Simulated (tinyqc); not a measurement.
# Inductance and parasitic capacitance from two readings

Question. A loss-free coil L in parallel with C shows the apparent inductance L/(1 - w^2 L C), w = 2 pi f. Find L, C and the self-resonance 1/(2 pi sqrt(L C)).

apparent inductance at 3.8 and 6 GHz (nH): 7.1036218  12.580179

Answer. The inverse of the reading is 1/L - w^2 C, a straight line in w^2.

L = 5.50 nH
C = 72.0 fF
self-resonance = 8.00 GHz

Numbers from tinyqc (`OMP_NUM_THREADS=1 python tinyqc.py 2302221 2302222 out.jsonl`; about 0.01 s on one thread of a shared Intel Xeon 2.30GHz).
